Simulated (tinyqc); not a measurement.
p-n diode with diffusion and depletion-layer recombination: two steps of the calculation.

Abrupt junction in the depletion approximation, low injection, full ionisation, neutral widths fixed, ohmic contact on the p side. Vj is the junction voltage; where a series resistance Rs is given, V = Vj + J Rs is the terminal voltage.

Parameters, values chosen for the exercise; band and dielectric values close to those of silicon: temperature T = 300 K; band gap Eg = 1.12 eV; relative permittivity eps_r = 11.5; conduction-band density of states at T Nc = 2.81e19 cm^-3; valence-band density of states at T Nv = 2.7e19 cm^-3; acceptor density Na = 1.4e16 cm^-3; donor density Nd = 2.8e15 cm^-3; electron lifetime tn = 2e-8 s; hole lifetime tp = 5e-9 s; series resistance Rs = 0.0006 ohm cm^2; trap level above the intrinsic level Et = 0.17 eV; junction voltage at which recombination is evaluated Vj = 0.38 V; terminal voltage V = 0.65 V.

Constants: q = 1.602176634e-19 C, kB = 1.380649e-23 J/K, Vt = kB T/q, eps0 = 8.8541878128e-14 F/cm where lengths are in cm. Results are converted to the units shown.

Task 1. Recombination in the depleted layer. ni = sqrt(Nc Nv) exp(-Eg/(2 Vt)), Eg in volts. Vbi = Vt ln(Na Nd/ni^2), W = sqrt(2 eps0 eps_r (Vbi - Vj)(1/Na + 1/Nd)/q), xp = W Nd/(Na + Nd), xn = W Na/(Na + Nd); u(x) = q Na (x + xp)^2/(2 eps0 eps_r) for x < 0 and Vbi - Vj - q Nd (xn - x)^2/(2 eps0 eps_r) for x > 0; p = Na exp(-u/Vt), n = Nd exp((u - Vbi + Vj)/Vt); U = ni^2 (exp(Vj/Vt) - 1)/(tp (n + ni exp(Et/Vt)) + tn (p + ni exp(-Et/Vt))); J_scr = q times the integral of U from -xp to xn. Trapezoid rule on 13 equal steps.

Give: W; x; u; n; p; U; J_scr.

Result 1.

W = 408.4 nm

| point | x (nm) | u (V) | n (cm^-3) | p (cm^-3) | U (cm^-3 s^-1) |
|---|---|---|---|---|---|
| 0 | -68.1 | 0.0000 | 2.007e10 | 1.400e16 | 1.003e18 |
| 1 | -36.7 | 0.0109 | 3.056e10 | 9.193e15 | 1.528e18 |
| 2 | -5.2 | 0.0435 | 1.079e11 | 2.603e15 | 5.392e18 |
| 3 | 26.2 | 0.0888 | 6.225e11 | 4.513e14 | 3.098e19 |
| 4 | 57.6 | 0.1301 | 3.078e12 | 9.129e13 | 1.495e20 |
| 5 | 89.0 | 0.1671 | 1.286e13 | 2.185e13 | 5.204e20 |
| 6 | 120.4 | 0.1997 | 4.541e13 | 6.186e12 | 7.214e20 |
| 7 | 151.9 | 0.2280 | 1.355e14 | 2.073e12 | 3.707e20 |
| 8 | 183.3 | 0.2519 | 3.419e14 | 8.217e11 | 1.592e20 |
| 9 | 214.7 | 0.2715 | 7.289e14 | 3.854e11 | 7.612e19 |
| 10 | 246.1 | 0.2867 | 1.313e15 | 2.139e11 | 4.250e19 |
| 11 | 277.5 | 0.2975 | 2.000e15 | 1.405e11 | 2.798e19 |
| 12 | 308.9 | 0.3041 | 2.574e15 | 1.091e11 | 2.176e19 |
| 13 | 340.4 | 0.3062 | 2.800e15 | 1.003e11 | 2.001e19 |

J_scr = 0.001076 A/cm^2

Task 2. New Vj. Diffusion current alone: J = J0 (exp(Vj/Vt) - 1), g = Vj + J Rs - V, g' = 1 + Rs J0 exp(Vj/Vt)/Vt, Vj(new) = Vj - g/g'.

Vj after iteration 1 = 0.68731611 V
J0 = J0n + J0p = 1.0693811e-9 A/cm^2

Give: J; g; g'; Vj after iteration 2.

Result 2.

J = 376.30 A/cm^2
g = 0.26310 V
g' = 9.7336
Vj after iteration 2 = 0.66029 V

Program tinyqc, `OMP_NUM_THREADS=1 python tinyqc.py 2260111 2260112 out.jsonl`; Intel Xeon 2.30GHz, shared host, one thread, about 0.01 s.
